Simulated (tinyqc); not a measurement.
Worked calculation: Hubbard ring of 6 sites. One step of it, computed by the program tinyqc.

Task: Mean-field iteration 1. H(up) = T + U n(down), H(down) = T + U n(up); fill the lowest levels; n(new) = n + mixing (n(out) - n); E = tr T (rho up + rho down) + U sum n_up n_down of the output.

one-body matrix (hopping and site energies) (eV), lower triangle:
```
           1          2          3          4          5         6
1   0.000000
2  -1.420000   0.000000
3   0.000000  -1.420000   0.000000
4   0.000000   0.000000  -1.420000   0.000000
5   0.000000   0.000000   0.000000  -1.420000   0.000000
6  -1.420000   0.000000   0.000000   0.000000  -1.420000  0.000000
```

U = 11.800000 eV

electrons, up and down: 3  3

mixing = 1

n(up) at the start (a guess, not normalised): 1 0.950000, 2 0.050000, 3 0.950000, 4 0.050000, 5 0.950000, 6 0.050000

n(down) at the start (a guess): 1 0.050000, 2 0.950000, 3 0.050000, 4 0.950000, 5 0.050000, 6 0.950000

Give: levels, up; levels, down; energy; n(up) after iteration 1; n(down) after iteration 1.

Result:

levels, up (eV): -0.1218  0.4034  0.4034  11.3966  11.3966  11.9218

levels, down (eV): -0.1218  0.4034  0.4034  11.3966  11.3966  11.9218

energy = -2.0184 eV

n(up) after iteration 1: 1 0.9690, 2 0.0310, 3 0.9690, 4 0.0310, 5 0.9690, 6 0.0310

n(down) after iteration 1: 1 0.0310, 2 0.9690, 3 0.0310, 4 0.9690, 5 0.0310, 6 0.9690
